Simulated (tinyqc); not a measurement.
# Q-state Potts model on a small periodic square lattice: enumeration, Metropolis, heat-bath and Wolff steps, step by step

A worked calculation. Computed by tinyqc, a small Python program that keeps every step. Command: `OMP_NUM_THREADS=1 python tinyqc.py 3111887 3111888 out.jsonl potts walk`. One thread of a shared host (Intel(R) Xeon(R) Processor @ 2.30GHz), about 0.04 s of CPU time with the checks. Intermediate numbers are printed to about 5 digits and carried at full precision; extremes and crossings named in words are read from the listed rows.

E = -J x (number of nearest-neighbour bonds with equal states); n x n sites with periodic edges have 2 n^2 bonds. Order parameter m = (q f - 1)/(q - 1), f being the largest share of one state. Sites are numbered row by row from 0. Here q = 4 and n = 3.

Inputs (values chosen for the exercise, for a model of domains or grain orientations):

| quantity | value | unit |
|---|---|---|
| number of states q | 4 | - |
| edge n | 3 | - |
| coupling J | 23 | meV |
| temperature T | 199 | K |
| seed | 214522 | - |

Update: Metropolis.

Constants: k_B = 8.617333262e-05 eV/K.

## Scales

K = J/(k_B T); the infinite square lattice orders at K_c = ln(1 + sqrt(q)); Wolff bond probability p = 1 - exp(-K).

K = 1.3412

K_c = 1.0986

T_c of the infinite lattice = 242.95 K

p = 0.73848

## Density of states

All q^(n^2) states are counted by their number b of equal bonds; weights g(b) exp(K b), K = J/(k_B T). Per site: u = -J <b>/n^2, c/k_B = K^2 (<b^2> - <b>^2)/n^2.

States by number of equal bonds:

| b | g(b) | probability |
|---|---|---|
| 0 | 1056 | 7.3228e-09 |
| 1 | 6048 | 1.6037e-07 |
| 2 | 26568 | 2.6937e-06 |
| 3 | 45360 | 1.7585e-05 |
| 4 | 63936 | 9.4778e-05 |
| 5 | 48384 | 2.7425e-04 |
| 6 | 34884 | 7.5607e-04 |
| 7 | 19872 | 1.6469e-03 |
| 8 | 10368 | 3.2855e-03 |
| 9 | 2784 | 3.3734e-03 |
| 10 | 2052 | 9.5073e-03 |
| 11 | 432 | 7.6534e-03 |
| 12 | 288 | 1.9510e-02 |
| 14 | 108 | 1.0697e-01 |
| 18 | 4 | 8.4691e-01 |

The most probable level has b = 18 of 18 bonds.

## Exact averages

ln Z = ln sum g(b) exp(K b); entropy per site s/k_B = (ln Z - K <b>)/n^2.

<b> = 17.230

energy u = -44.032 meV/site

heat capacity c = 0.75628 k_B/site

entropy s = 0.28727 k_B/site

## Order parameter

The same sums with m: <m> and the Binder ratio U = 1 - <m^4>/(3 <m^2>^2).

<m> = 0.96571

Binder ratio U = 0.65787

## Eight single-site steps

start states:
```
   1  2  3
1  0  2  1
2  0  3  3
3  0  0  0
```

random numbers, one row a step:
```
        1       2       3
1  0.1463  0.5137  0.0978
2  0.1693  0.0679  0.6165
3  0.1589  0.5465  0.4212
4  0.7291  0.0439  0.9417
5  0.2217  0.3450  0.0511
6  0.2757  0.1752  0.1476
7  0.4199  0.5982  0.3013
8  0.9490  0.1990  0.5544
```

Site = floor(r1 n^2). Trial state = (old + 1 + floor(r2 (q - 1))) mod q; it is accepted if r3 < min(1, exp(K db)), db the change in equal bonds.

Steps:

| site | old | trial | db | acceptance | new |
|---|---|---|---|---|---|
| 1 | 2 | 0 | 2 | 1.0000 | 0 |
| 1 | 0 | 1 | -1 | 0.2615 | 0 |
| 1 | 0 | 2 | -2 | 0.0684 | 0 |
| 6 | 0 | 1 | -4 | 0.0047 | 0 |
| 1 | 0 | 2 | -2 | 0.0684 | 2 |
| 2 | 1 | 2 | 1 | 1.0000 | 2 |
| 3 | 0 | 2 | -2 | 0.0684 | 0 |
| 8 | 0 | 1 | -2 | 0.0684 | 0 |

states afterwards:
```
   1  2  3
1  0  2  2
2  0  3  3
3  0  0  0
```

## A longer run and its error bar

After 400 updates are discarded, b is recorded for 4000 sweeps of n^2 steps of the update named (random numbers not printed, so these rows are one sample). Records are averaged in blocks; the error is the scatter of block means over sqrt(number of blocks), and the last column its square over that for single records.

Blocking:

| block length | mean b | error | variance ratio |
|---|---|---|---|
| 1 | 17.3035 | 0.03067 | 1.000 |
| 4 | 17.3035 | 0.05572 | 3.301 |
| 16 | 17.3035 | 0.08908 | 8.438 |
| 40 | 17.3035 | 0.09828 | 10.271 |
| 100 | 17.3035 | 0.10529 | 11.787 |

The run gives 17.303 +/- 0.098 (blocks of 40) against the exact 17.230, a difference of 0.7 error bars. Single records understate the error by a factor of about 3.2, because successive records are correlated.

## Across the transition

m and U = 1 - <m^4>/(3 <m^2>^2) from the same sums; K = K_c T_c/T.

Exact values for this lattice:

| T/T_c | share of equal bonds | c (k_B/site) | <m> | U |
|---|---|---|---|---|
| 0.50 | 0.99903 | 0.0387 | 0.99933 | 0.66655 |
| 0.70 | 0.98553 | 0.3269 | 0.98922 | 0.66429 |
| 0.85 | 0.94557 | 0.9027 | 0.95552 | 0.65480 |
| 0.95 | 0.89297 | 1.4063 | 0.90719 | 0.63859 |
| 1.00 | 0.85844 | 1.6196 | 0.87404 | 0.62610 |
| 1.10 | 0.77870 | 1.8286 | 0.79456 | 0.59163 |
| 1.25 | 0.65916 | 1.5904 | 0.66979 | 0.52309 |
| 1.50 | 0.52113 | 0.8700 | 0.51934 | 0.41492 |
| 2.00 | 0.40589 | 0.2863 | 0.39121 | 0.32317 |
| 3.00 | 0.33643 | 0.0824 | 0.31759 | 0.30123 |

c is largest, 1.83 k_B, at T/T_c = 1.1: on so small a lattice the transition is a broad bump. At T_c the infinite lattice has a share (1 + 1/sqrt(q))/2 = 0.750 of equal bonds, against 0.858 here. <m> stays at 0.32 at 3 T_c, since the largest share among 9 sites always exceeds 1/q on average.

Checks made by the program: number of states (relative difference below 1e-10).
